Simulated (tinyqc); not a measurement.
Carrier lifetime from Shockley-Read-Hall, radiative, Auger and surface recombination: one step, computed by the program tinyqc. Command: `OMP_NUM_THREADS=1 python tinyqc.py 3003734 3003735 out.jsonl lifetime walk`. One thread of a shared host (Intel(R) Xeon(R) Processor @ 2.30GHz), about 0.01 s of CPU time with the checks.

Energies are counted from the top of the valence band. Boltzmann statistics, full ionisation, and equal excess densities of electrons and holes.

Task: Lifetimes at the given injection. With n = n_0 + dn, p = p_0 + dn and U/dn = 1/tau: (n p - n_i^2)/dn = n_0 + p_0 + dn = s; 1/tau_SRH = s/[tau_p0 (n + n1) + tau_n0 (p + p1)]; 1/tau_rad = B s; 1/tau_Aug = (C_n n + C_p p) s; the rates add. Radiative efficiency = tau_eff/tau_rad; effective diffusion length = sqrt(D tau_eff).

Inputs (values chosen for the exercise, with bands modelled on ZnO):
```
quantity,value,unit
temperature T,250,K
doping N,5.9e+17,cm^-3
radiative coefficient B,2.2e-10,cm^3/s
Auger coefficient C_n,7.5e-32,cm^6/s
Auger coefficient C_p,1.6e-31,cm^6/s
excess density dn,4.1e+16,cm^-3
diffusion coefficient D,34,cm^2/s
```

Doping: n-type. Surface term: none.

n_0 = 5.90e+17 cm^-3

p_0 = 6.457742e-49 cm^-3

tau_p0 = 1.797398e-08 s

n1 = 1.382053e+10 cm^-3

tau_n0 = 2.527285e-05 s

p1 = 2.756817e-41 cm^-3

Give: tau_SRH at dn; tau_rad at dn; tau_Aug at dn; effective lifetime at dn; radiative efficiency at dn; effective diffusion length at dn.

Result:

tau_SRH at dn = 1.6601e-06 s

tau_rad at dn = 7.2036e-09 s

tau_Aug at dn = 2.9411e-05 s

effective lifetime at dn = 7.1707e-09 s

radiative efficiency at dn = 0.99544

effective diffusion length at dn = 4.9376 micrometre

Caution: the doping is near the effective density of states, where Boltzmann statistics fail and the gap narrows.
